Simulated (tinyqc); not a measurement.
What moves the results: pair of shallow donors (hydrogen-like orbitals). A value that a table varies takes the place of the one given here.

Each donor has the orbital exp(-r/a); energy unit Ha* = q/(eps a), q = e^2/(4 pi eps0), so that a lone donor is bound by Ha*/2; x = R/a. One electron: S = (1 + x + x^2/3) exp(-x), j = 1/x - (1 + 1/x) exp(-2x), k = (1 + x) exp(-x); levels E(+/-) = -1/2 - (j +/- k)/(1 +/- S) in Ha*, without the repulsion of the ions, split by D = |E(-) - E(+)|. In six valleys the overlaps S and k are multiplied by v = [cos(K Rx) + cos(K Ry) + cos(K Rz)]/3, K = k0 (2 pi/a_lat), for isotropic envelopes and the symmetric valley state.

Two electrons, Heitler-London: with S' = (1 - x + x^2/3) exp(x), C = 1/x - exp(-2x)(1/x + 11/8 + 3x/4 + x^2/6), X = (1/5){exp(-2x)(25/8 - 23x/4 - 3x^2 - x^3/3) + (6/x)[S^2 (0.5772157 + ln x) + S'^2 Ei(-4x) - 2 S S' Ei(-2x)]}, Q = C - 2j + 1/x and A = X - 2 S k + S^2/x, the singlet and triplet lie at (Q +/- w A)/(1 +/- w S^2) from two lone donors, with the valley weight w = v^2; the exchange is J = triplet - singlet.

Constants: e^2/(4 pi eps0) = 14.39964547 eV angstrom.

Parameters, chosen for this exercise (near those of two donors in Si; the results hold for these values, not for the real material):
```
symbol  value                                                                                                                                                            unit         meaning
a       19.6                                                                                                                                                             angstrom     orbital radius
eps     11.4                                                                                                                                                                          dielectric constant
a_lat   5.431                                                                                                                                                            angstrom     lattice constant
k0      0.851                                                                                                                                                            2 pi/a_lat   valley position
sites   ((15, 0, 0), (15.25, 0.25, 0.25), (15.5, 0.5, 0), (15, 0.5, 0.5), (14.75, 0.25, -0.25), (15.75, 0.25, -0.25), (15, 1, 0), (15.25, 0.75, -0.25), (16, 0.5, 0.5))  a_lat        positions of the second donor
Ns      (0.022, 0.055, 0.13, 0.33, 0.77, 1.7, 3.3)                                                                                                                       x 1e18/cm^3  donor densities
n       (8, 4, 0)                                                                                                                                                        a_lat        separation vector
```

## Placement within one cell

D and J for each site, and for v = 1.

Results:
```
site                  R (angstrom)       v  D (meV)  J (micro-eV)  J for v = 1
(15, 0, 0)                    81.5   0.698     3.62           501     1.03e+03
(15.25, 0.25, 0.25)           82.8   0.485     2.37           218          928
(15.5, 0.5, 0)                84.2   0.158    0.729          20.8          836
(15, 0.5, 0.5)                81.6  -0.564     2.90           325     1.02e+03
(14.75, 0.25, -0.25)          80.1  -0.161    0.865          29.4     1.14e+03
(15.75, 0.25, -0.25)          85.6  -0.119    0.523          10.7          756
(15, 1, 0)                    81.6   0.562     2.88           321     1.02e+03
(15.25, 0.75, -0.25)          82.9   0.192    0.932          34.0          922
(16, 0.5, 0.5)                87.0  -0.844     3.57           482          678
```

What does this show, and why?

Over these sites the envelope alone changes J by a factor 1.68, and the valley factor v^2 by 50.3; J runs from 10.7 at (15.75, 0.25, -0.25) to 501 micro-eV at (15, 0, 0). Moves of less than one lattice constant change the phases of the valleys along each axis that moves, so the placement must be exact to the site.

## From lone donors to an impurity band (impurity band of shallow donors (Hubbard estimate))

Donors on a simple cubic lattice of spacing R = N^(-1/3) (1/angstrom^3 = 1e24/cm^3), Ha* = q/(eps a), q = e^2/(4 pi eps0), x = R/a. Hopping t = Ha* (1 + x) exp(-x), band width B = 12 t, on-site repulsion U = (5/8) Ha*; the gap closes near B/U = 1.15. Valley factors and disorder are left out.

Results:
```
N (1e18/cm^3)  R (angstrom)  N^(1/3) a   t (meV)   B (meV)       B/U
0.022                 356.9      0.055  1.53e-05  0.000184  4.56e-06
0.055                 263.0      0.075   0.00139    0.0166  0.000413
0.13                  197.4      0.099    0.0302     0.362   0.00898
0.33                  144.7      0.135     0.336      4.03     0.100
0.77                  109.1      0.180      1.62      19.4     0.482
1.7                    83.8      0.234      4.73      56.8      1.41
3.3                    67.2      0.292      9.27       111      2.76
```

What does this show, and why?

B/U passes 1.15 between 0.77 and 1.7 x 1e18/cm^3; the root is x = 4.52, N^(1/3) a = 0.221, N = 1.4 x 1e18/cm^3, below the 2.3 that the empirical rule N^(1/3) a = 0.26 gives; the estimate is rough, since random positions, the overlap of the orbitals and screening are left out. While N grows by 150 times, t grows by 6.05e+05 times.

## What each parameter does

x, D = |E(-) - E(+)| and J. Each row changes one parameter from the base and keeps the others.

Results:
```
case                       x  D (meV)  J (micro-eV)
base                   2.478    2.520           291
a = 21.6 angstrom      2.249    2.507           335
eps = 12.5             2.478    2.298           266
k0 = 0.831 2 pi/a_lat  2.478   0.2174          2.20
n = (9, 4, 0) a_lat    2.729    1.527           103
```

What does this show?

The largest shifts from the base row, up to three for each result and ties (the steps differ in size, so this ranks the rows, not the parameters). x: n +0.251, a -0.229; unchanged at the printed digits by eps and k0. D (meV): k0 -2.30, n -0.993, eps -0.222. J (micro-eV): k0 -289, n -188, a +43.1.

tinyqc: `OMP_NUM_THREADS=1 python tinyqc.py 1280853 1280854 out.jsonl`; about 0.01 s, one thread, shared Intel(R) Xeon(R) Processor @ 2.30GHz.
